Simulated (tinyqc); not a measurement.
## Off-state leakage of single and stacked transistors: leakage components against the temperature

n-channel devices of unit width. Subthreshold current I(Vg, Vs, Vd) = I0 (T/300 K)^0.5 exp[(Vg - Vs - VT(T) - gb (Vs - Vb) + dd (Vd - Vs))/(nf Vt)] (1 - exp(-(Vd - Vs)/Vt)), VT(T) = VT - cT (T - 300 K). Gate-edge tunnelling Ig (Vd/1 V) exp(ag (Vd - 1 V)), for a gate at 0 V, and band-to-band leakage Ab u exp(-Bb/u), u = Vd - Vb + 1 V, flow at a drain held at V; both are taken as independent of T. In a stack of off transistors (all gates at 0 V) the same subthreshold current passes through each.

One transistor with Vg = Vs = 0, Vd = V; stack factor I(one)/I(two in series).

Values chosen for this exercise; values of the order met in bulk silicon logic transistors:
```
symbol  value       unit                                             meaning
V         0.8          V                                      supply voltage
VT        0.3          V        threshold at 300 K, zero drain and body bias
cT        0.7       mV/K              fall of the threshold with temperature
I0       0.44      uA/um                       current at threshold at 300 K
nf        1.4                                                   slope factor
dd        0.1                                drain-induced lowering per volt
gb       0.18             rise of the threshold per volt of source-body bias
Ig       9e-6      uA/um                 gate-edge tunnelling current at 1 V
ag        5.9        1/V               exponential slope of the gate current
Ab        300  uA/(um V)      prefactor of band-to-band leakage at the drain
Bb         23          V                             its exponential voltage
Vb       -0.3          V                                        body voltage
```

Constants: q = 1.602176634e-19 C, kB = 1.380649e-23 J/K, Vt = kB T/q. Results are converted to the units shown.

The same in every row: gate edge (nA/um) = 0.002212; band-to-band (nA/um) = 11.04.

Result of one run:

| T (K) | subthreshold (nA/um) | total (nA/um) | stack factor | largest part |
|---|---|---|---|---|
| 300 | 0.2268 | 11.26 | 8.531 | band-to-band |

What becomes of these results when the temperature T is changed from 300 to 375 K, all else the same?

Result of the changed run:

| T (K) | subthreshold (nA/um) | total (nA/um) | stack factor | largest part |
|---|---|---|---|---|
| 375 | 3.678 | 14.72 | 5.945 | band-to-band |

The whole series:

| T (K) | subthreshold (nA/um) | total (nA/um) | stack factor | largest part |
|---|---|---|---|---|
| 250 | 0.01427 | 11.05 | 12.44 | band-to-band |
| 275 | 0.06438 | 11.10 | 10.11 | band-to-band |
| 300 | 0.2268 | 11.26 | 8.531 | band-to-band |
| 325 | 0.6603 | 11.70 | 7.408 | band-to-band |
| 350 | 1.655 | 12.69 | 6.578 | band-to-band |
| 375 | 3.678 | 14.72 | 5.945 | band-to-band |
| 400 | 7.413 | 18.45 | 5.450 | band-to-band |
| 425 | 13.78 | 24.82 | 5.053 | subthreshold |

As T goes from 250 to 425, the total leakage rises from 11.1 to 24.8 nA/um. The band-to-band part leads at T = 250, the subthreshold part from 425 on. The subthreshold part doubles every 27.9 K between the last two rows. The reduction by a stack of two falls from 12.4 to 5.05, for the subthreshold part alone.

Computed by the program tinyqc: `OMP_NUM_THREADS=1 python tinyqc.py 2242119 2242120 out.jsonl`, one thread of a shared Intel Xeon 2.30GHz, about 0.03 s for the whole run.
